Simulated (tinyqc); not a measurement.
A ladder of methods, and size consistency: correlation methods against full CI in the sto-6g basis, for H4, spin multiplicity 1. Computed by the program tinyqc with PySCF. All electrons correlated; +Q is the Davidson correction (1 - c0^2) E_corr. The last columns treat two copies 100 angstrom apart as one system. FCI is the lowest singlet.

Geometry (angstrom):
```
atom       x       y       z
H     0.0000  0.0000  0.0000
H     0.0000  0.0000  0.9360
H     0.0000  0.0000  2.2990
H     0.0000  0.0000  3.2350
```

RHF energy of one = -2.169740 hartree

Correlation energies (hartree):
```
method   E_corr of one  share of FCI (%)  E_corr of two at 100 angstrom  two minus twice one (mhartree)
MP2           -0.03724            61.389                       -0.07448                           0.000
CISD          -0.05930            97.764                       -0.11366                           4.950
CISD+Q        -0.06200           102.206                       -0.12277                           1.231
CCSD          -0.06057            99.849                       -0.12114                           0.000
CCSD(T)       -0.06063            99.947                       -0.12126                           0.000
FCI           -0.06066           100.000                              -                               -
```

What does the comparison show, and why?

MP2 recovers 61 %, CISD 97.8 % and CCSD 99.8 % of the FCI value (c0^2 = 0.955 in CISD). MP2 and coupled cluster are size consistent, so their last column vanishes; CISD loses 4.95 mhartree, since a double excitation on each copy is a quadruple of the pair, and the Davidson correction leaves +1.23.
